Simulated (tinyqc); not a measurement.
Input admittance of a MOSFET at zero drain bias: distributed channel and distributed gate: one step of the calculation.

Source and drain grounded, strong inversion, w = 2 pi f, Cox = eps0 eox/tox. The channel is an RC line of resistance 1/(mu Cox Vo) per square fed from both ends, so one finger has the intrinsic admittance y = i w Cox L tanh(g)/g per width, g = (1/2) sqrt(i w tau), tau = L^2/(mu Vo). The vertical resistance rv/L is in series with y, the overlaps 2 i w Cov in parallel: y_t = 1/(1/y + rv/L) + 2 i w Cov. The gate strip is a line of Rsh/L per length loaded by y_t, so a finger has Y = y_t Wf tanh(k)/k, k = (Wf/sd) sqrt(y_t Rsh/L); the device has Nf Y.

Task. Low-frequency resistances and capacitance. Low-frequency limits, with c = Cox L and ct = c + 2 Cov: R_strip = Rsh Wf/(3 sd^2 L Nf), R_ch = (c/ct)^2 L/(12 mu Cox Vo Wf Nf), R_vert = (c/ct)^2 rv/(L Wf Nf), C = ct Wf Nf.

Inputs (values chosen for the exercise); values of the order met in silicon radio-frequency transistors: relative permittivity of the gate insulator (close to silicon dioxide) eox = 3.9; insulator thickness tox = 2.4 nm; channel length L = 1.4 um; finger width Wf = 9.4 um; number of fingers Nf = 8; channel mobility mu = 240 cm^2/(V s); gate overdrive Vo = 0.8 V; sheet resistance of the gate Rsh = 21 ohm/square; vertical resistivity of the gate stack rv = 0 ohm um^2; number of ends at which a finger is contacted sd = 2; overlap and fringe capacitance on each side Cov = 0.23 fF/um.

Constants: eps0 = 8.8541878128e-14 F/cm where lengths are in cm. Results are converted to the units shown.

Wanted: parts; sum; C; 1/(2 pi R C).

Result.

parts (ohm): strip 1.4688, channel 5.3680, vertical 0
sum = 6.8368 ohm
C = 1549.4 fF
1/(2 pi R C) = 15.025 GHz

The channel term is the largest, 78.5 % of the sum.

Computed by the program tinyqc: `OMP_NUM_THREADS=1 python tinyqc.py 2262105 2262106 out.jsonl`, one thread of a shared Intel Xeon 2.30GHz, about 0.01 s for the whole run.
